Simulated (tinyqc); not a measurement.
Semiconductor laser, carrier and photon rate equations: two steps of the calculation.

Carrier density N and photon density S in one mode: dN/dt = F1 = eta I/(q V) - (A N + B N^2 + C N^3) - vg g S; dS/dt = F2 = G vg g S + G be B N^2 - S/tp, with g = g0 ln(N/Ntr)/(1 + ec S). Output power P = Fo Eph S V/(G tp). No heating, no carrier transport.

Inputs (values chosen for the exercise): active volume V = 1.8e-12 cm^3; confinement factor G = 0.116; group velocity vg = 7.68e9 cm/s; gain coefficient g0 = 2800 1/cm; transparency density Ntr = 1.3e18 cm^-3; gain compression ec = 5.1e-18 cm^3; photon lifetime tp = 1.9 ps; defect recombination coefficient A = 2.2e8 1/s; radiative coefficient B = 1.1e-10 cm^3/s; Auger coefficient C = 3.2e-30 cm^6/s; share of spontaneous emission into the mode be = 0.00034; injection efficiency eta = 0.84; drive current I = 1.1 mA; time step dt = 2 ps.

Constants: q = 1.602176634e-19 C. Results are converted to the units shown.

Question 1. Threshold. gth = 1/(G vg tp), Nth = Ntr exp(gth/g0), Ith = q V (A Nth + B Nth^2 + C Nth^3)/eta. Above it S is near G tp eta (I - Ith)/(q V). Carrier lifetime at threshold Nth/(A Nth + B Nth^2 + C Nth^3).

Give: gth; Nth; Ith; estimate of S; carrier lifetime.

Answer 1.

gth = 590.8 1/cm
Nth = 1.605e18 cm^-3
Ith = 0.2231 mA
estimate of S = 5.629e14 cm^-3
carrier lifetime = 2.470 ns

Question 2. One Runge-Kutta step of a transient. y = (N, S), k1 = F(y), k2 = F(y + dt k1/2), k3 = F(y + dt k2/2), k4 = F(y + dt k3), y(new) = y + dt (k1 + 2 k2 + 2 k3 + k4)/6.

(N, S) at the start: N (1e18 cm^-3) 1.638, S (1e15 cm^-3) 0.281

Wanted: slopes per ps, N in 1e18 and S in 1e15 cm^-3; (N, S) after the step.

Answer 2.

slopes per ps, N in 1e18 and S in 1e15 cm^-3:
```
       dN/dt    dS/dt
k1  0.001140  0.01388
k2  0.001066  0.01507
k3  0.001060  0.01509
k4  9.804e-4  0.01635
```

(N, S) after the step: N (1e18 cm^-3) 1.640, S (1e15 cm^-3) 0.3112

Computed by the program tinyqc: `OMP_NUM_THREADS=1 python tinyqc.py 2840036 2840037 out.jsonl`, one thread of a shared Intel Xeon 2.30GHz, about 0.01 s for the whole run.
